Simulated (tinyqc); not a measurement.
## Electron continuity equation in a given potential, Scharfetter-Gummel discretisation: three discretisations compared

Steady state in one dimension: J = q mu n E + q D dn/dx with E = -dpsi/dx and D = mu Vt, dJ/dx = 0, fixed densities nL and nR at the ends. The potential is given, psi = U x/L, and is not changed by the electrons.

8 equal intervals. Fluxes J_i = (q D/h)(n_(i+1) P_i - n_i Q_i), d_i = (psi_(i+1) - psi_i)/Vt: Scharfetter-Gummel P = B(d), Q = B(-d), B(d) = d/(exp(d) - 1); central P = 1 - d/2, Q = 1 + d/2; upwind P = 1 + max(-d, 0), Q = 1 + max(d, 0). Balance at each inner node: J_i - J_(i-1) = 0. The reference is Scharfetter-Gummel on 1600 intervals.

Parameters, values chosen for the exercise; mobility that of a made-up semiconductor: temperature T = 300 K; electron mobility mu = 1390 cm^2/(V s); length of the region L = 0.39 um; density at x = 0 nL = 6.3e15 cm^-3; density at x = L nR = 9.5e16 cm^-3; potential difference psi(L) - psi(0) U = 0.2 V.

Constants: q = 1.602176634e-19 C, kB = 1.380649e-23 J/K, Vt = kB T/q. Results are converted to the units shown.

Densities (cm^-3):
```
node  Scharfetter-Gummel    central     upwind  reference
0              6.3000e15  6.3000e15  6.3000e15  6.3000e15
1              6.3632e15  6.3358e15  6.6844e15  6.3632e15
2              6.5293e15  6.4388e15  7.4406e15  6.5293e15
3              6.9663e15  6.7346e15  8.9280e15  6.9663e15
4              8.1156e15  7.5842e15  1.1854e16  8.1156e15
5              1.1138e16  1.0024e16  1.7609e16  1.1138e16
6              1.9089e16  1.7034e16  2.8930e16  1.9089e16
7              4.0000e16  3.7168e16  5.1198e16  4.0000e16
8              9.5000e16  9.5000e16  9.5000e16  9.5000e16
```

What do the numbers show?

Largest errors as a share of the largest reference density listed: Scharfetter-Gummel under 1e-7 %, central 3.0 %, upwind 12 %. The largest |d| is 0.967. Upwinding stays positive but acts as if D were larger by the factor 1 + |d|/2, up to 1.48 here.

Computed by the program tinyqc: `OMP_NUM_THREADS=1 python tinyqc.py 2220007 2220008 out.jsonl`, one thread of a shared Intel Xeon 2.30GHz, about 0.01 s for the whole run.
